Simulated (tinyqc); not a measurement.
Inside a calculation. Model: self-consistent Fermi level with native defects, at growth and after a quench. Computed by tinyqc, a small Python program that keeps every step. Command: `OMP_NUM_THREADS=1 python tinyqc.py 3029291 3029292 out.jsonl scfermi walk`. One thread of a shared host (Intel(R) Xeon(R) Processor @ 2.30GHz), about 0.08 s of CPU time with the checks. Intermediate numbers are printed to about 7 digits and carried at full precision; extremes and crossings named in words are read from the listed rows.

Energies are counted from the top of the valence band (VBM); when the gap shrinks with temperature the conduction band moves and the levels stay. The added dopant is taken as fully ionised. D and A draw on one reservoir with opposite signs, as the two vacancies of a compound do.

Inputs (values chosen for the exercise, for a model semiconductor): gap E_g at 300 K = 3.3 eV; slope -dE_g/dT above 300 K = 0.00047 eV/K; electron mass m_e = 0.312 m_0; valleys M_c = 1; hole mass m_h = 0.678 m_0; E_f of the neutral native donor D = 2.941 eV; E_f of the neutral native acceptor A = 2.55 eV; shift s of the chemical potential = -0.29 eV; site density N_s = 2.4e+22 cm^-3; dopant density N_X = 1e+18 cm^-3; growth temperature T_g = 1530 K; temperature of use T = 400 K.

Added shallow dopant: donor.

levels of D above the VBM, most positive state first (eV): [1.64, 1.78]

levels of A above the VBM, (0/-1) first (eV): [1.52, 1.66]

Constants: m_0 = 9.1093837015e-31 kg; k_B = 1.380649e-23 J/K; h = 6.62607015e-34 J s; k_B = 8.617333262e-05 eV/K.

## Formation energies at E_F = 0

E_f(D, 0) = input + s and E_f(A, 0) = input - s; E_f(q, E_F = 0) follows from the levels, eps(q/q-1) = E_f(q - 1) - E_f(q) at E_F = 0.

E_f(q, E_F = 0) (eV): D(+2) -0.769, D(+1) 0.871, D(0) 2.651, A(0) 2.840, A(-1) 4.360, A(-2) 6.020

## Bands at growth

E_g(T) = E_g - slope x max(0, T - 300 K). N_c = 2 M_c (2 pi m_e k_B T/h^2)^(3/2) and N_v = 2 (2 pi m_h k_B T/h^2)^(3/2), masses in units of m_0. At growth T = T_g.

E_g(T_g) = 2.7219 eV

N_c(T_g) = 5.036852e+19 cm^-3

N_v(T_g) = 1.613511e+20 cm^-3

k_B T_g = 0.1318452 eV

## Charges across the gap at T_g

n = N_c F_1/2((E_F - E_g)/k_B T), p = N_v F_1/2(-E_F/k_B T). F_1/2(eta) = (2/sqrt(pi)) int_0^infinity sqrt(x)/(1 + exp(x - eta)) dx, by the trapezoid rule in t = sqrt(x) with step 0.02 up to t = 12 (for eta < -12 by exp(eta) - exp(2 eta)/2^(3/2)). In equilibrium c_q = N_s exp(-(E_f(q, 0) + q E_F)/k_B T). Net charge = p - n + sum q c_q + N_X; the log ratio is ln(positive charge/negative charge). Entries near or above N_s lie outside the dilute limit and only show that E_F cannot go there.

Densities (cm^-3):
```
E_F (eV)             n             p   charge on D   charge on A      log ratio
0.136     1.528534e+11  5.141393e+19  2.081364e+24  2.927379e+08   3.024043e+01
0.544     3.374552e+12  2.590515e+18  4.270879e+21  6.465388e+09   2.095775e+01
0.953     7.506728e+13  1.170859e+17  8.653223e+18  1.451112e+11   1.177454e+01
1.361     1.657245e+15  5.304812e+15  1.877243e+16  3.831089e+12   6.424082e+00
1.769     3.657810e+16  2.402890e+14  8.464672e+13  3.904019e+14   3.298014e+00
2.178     8.092839e+17  1.080188e+13  2.245555e+12  1.600738e+17   3.113458e-02
2.586     1.606070e+19  4.892812e+11  9.853988e+10  7.729400e+19  -4.536406e+00
```

## Equilibrium at growth

E_F is the root of the log ratio, by 50 bisections between -0.5 eV and E_g + 0.5 eV.

E_F at growth = 2.181537 eV

n at growth = 8.311597e+17 cm^-3

p at growth = 1.051596e+13 cm^-3

Defects at growth:
```
state  E_f (eV)     c (cm^-3)
D(+2)  3.594074  3.478811e+10
D(+1)  3.052537  2.114649e+12
D(0)   2.651000  4.445183e+13
A(0)   2.840000  1.060056e+13
A(-1)  2.178463  1.601080e+15
A(-2)  1.656926  8.362597e+16
```

total D = 4.660127e+13 cm^-3

total A = 8.523765e+16 cm^-3

The largest part of the positive charge comes from the dopant (100 %) and that of the negative charge from electrons (83 %).

## After the quench to T

After a quench the totals of D and A stay as grown, and each is shared among its charge states with weights exp(-(E_f(q, 0) + q E_F)/k_B T).

E_F after the quench = 3.182322 eV

n after the quench = 8.295247e+17 cm^-3

p after the quench = 1.731118e-21 cm^-3

Frozen defects:
```
state     c (cm^-3)  share of its total
D(+2)  3.694070e-24        7.926972e-38
D(+1)  9.997988e-05        2.145432e-18
D(0)   4.660127e+13        1.000000e+00
A(0)   6.395461e-24        7.503094e-41
A(-1)  5.626170e-03        6.600569e-20
A(-2)  8.523765e+16        1.000000e+00
```

The material is n-type with 8.30e17 carriers per cm^3. Carriers of the sign that the dopant should give amount to 83 % of its density.

## Slow cooling against a quench

Each E_F by bisection; full equilibrium lets the defects form and vanish at every T.

Two histories (densities in cm^-3):
```
T (K)  E_F, equilibrium (eV)             n             p   all defects  E_F, frozen (eV)     n, frozen     p, frozen
1300                2.357705  5.791789e+17  9.149782e+10  2.106195e+17          2.398216  8.296420e+17  6.373211e+10
1080                2.494066  2.653146e+17  2.199914e+08  3.673663e+17          2.600779  8.295282e+17  6.989353e+07
850                 2.612970  5.997757e+16  2.148676e+04  4.700117e+17          2.806337  8.295247e+17  1.533446e+03
630                 2.717272  5.048965e+15  7.807735e-03  4.974755e+17          2.995426  8.295247e+17  4.649370e-05
400                 2.824228  2.666366e+13  5.624970e-17  4.999867e+17          3.182322  8.295247e+17  1.731118e-21
```

At 400 K equilibrium would leave 5.00e17 defects per cm^3 against 8.53e16 frozen in, and E_F differs by +0.358 eV. The majority density of the quenched sample is 31000 times the equilibrium one. Real samples lie between, set by the temperature at which diffusion stops.

Checks made by the program: neutrality at growth (relative difference below 1e-10).
